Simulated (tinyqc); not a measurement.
Estimate of lattice thermal conductivity from elastic moduli (Slack, Klemens and Cahill formulas): one step, computed by the program tinyqc. Command: `OMP_NUM_THREADS=1 python tinyqc.py 3006106 3006107 out.jsonl slack walk`. One thread of a shared host (Intel(R) Xeon(R) Processor @ 2.30GHz), about 0.01 s of CPU time with the checks.

An isotropic solid.

Problem. Velocities, Poisson ratio and Debye temperature. rho = M/V; vL = sqrt((B + 4G/3)/rho), vT = sqrt(G/rho); v_m = [(vL^-3 + 2 vT^-3)/3]^(-1/3); Poisson ratio sigma = (3B - 2G)/(6B + 2G); Theta = hbar v_m (6 pi^2/V)^(1/3)/k_B.

Inputs (values chosen for the exercise, for a model crystal): bulk modulus B = 23.9 GPa; shear modulus G = 9 GPa; volume per atom V = 16.4 angstrom^3; mean atomic mass M = 62.2 u.

Grueneisen parameter: from thermal expansion.

Constants: u = 1.6605390666e-27 kg; hbar = 1.054571817e-34 J s; k_B = 1.380649e-23 J/K.

Give: density rho; vL; vT; v_m; Poisson ratio sigma; Debye temperature Theta.

Solution.

density rho = 6297.9 kg/m^3

vL = 2387.5 m/s

vT = 1195.4 m/s

v_m = 1340.9 m/s

Poisson ratio sigma = 0.33271

Debye temperature Theta = 157.13 K
